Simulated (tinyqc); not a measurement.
Plane-wave Kohn-Sham cycle with exchange-only LDA in a layered model solid, step by step. One step of it, computed by the program tinyqc.

Question. Iteration 1: potential. V_H(G) = 4 pi rho(G)/G^2 for G != 0 (uniform background); v_x = -(3 rho/pi)^(1/3); V = V_ext + V_H + v_x; Fourier components f(G_m) = (1/N) sum_j f(x_j) exp(-i G_m x_j).

A solid whose potential varies along x alone (atomic units):
```
parameter                      value
period a                    4.000000
cross-section of the cell  28.000000
electrons per cell                 2
grid points                       16
plane waves -n..n, n               3
k points                           4
V1 in V1 cos(2 pi x/a)     -0.170000
V2 in V2 cos(4 pi x/a)      0.170000
```

density at the start, on the grid x_j = j a/N (e/bohr^3): 0.01785714  0.01785714  0.01785714  0.01785714  0.01785714  0.01785714  0.01785714  0.01785714  0.01785714  0.01785714  0.01785714  0.01785714  0.01785714  0.01785714  0.01785714  0.01785714

Give: Potentials on the grid; V(G_m), m = 0, 1, 2, ....

Answer.

Potentials on the grid (hartree):
```
x         V_ext     V_H      v_x        V
0.0000   0.0000  0.0000  -0.2574  -0.2574
0.2500  -0.0369  0.0000  -0.2574  -0.2942
0.5000  -0.1202  0.0000  -0.2574  -0.3776
0.7500  -0.1853  0.0000  -0.2574  -0.4427
1.0000  -0.1700  0.0000  -0.2574  -0.4274
1.2500  -0.0552  0.0000  -0.2574  -0.3125
1.5000   0.1202  0.0000  -0.2574  -0.1372
1.7500   0.2773  0.0000  -0.2574   0.0199
2.0000   0.3400  0.0000  -0.2574   0.0826
2.2500   0.2773  0.0000  -0.2574   0.0199
2.5000   0.1202  0.0000  -0.2574  -0.1372
2.7500  -0.0552  0.0000  -0.2574  -0.3125
3.0000  -0.1700  0.0000  -0.2574  -0.4274
3.2500  -0.1853  0.0000  -0.2574  -0.4427
3.5000  -0.1202  0.0000  -0.2574  -0.3776
3.7500  -0.0369  0.0000  -0.2574  -0.2942
```

V(G_m), m = 0, 1, 2, ... (hartree): -0.2574  -0.0850  0.0850  0.0000  0.0000  0.0000  0.0000
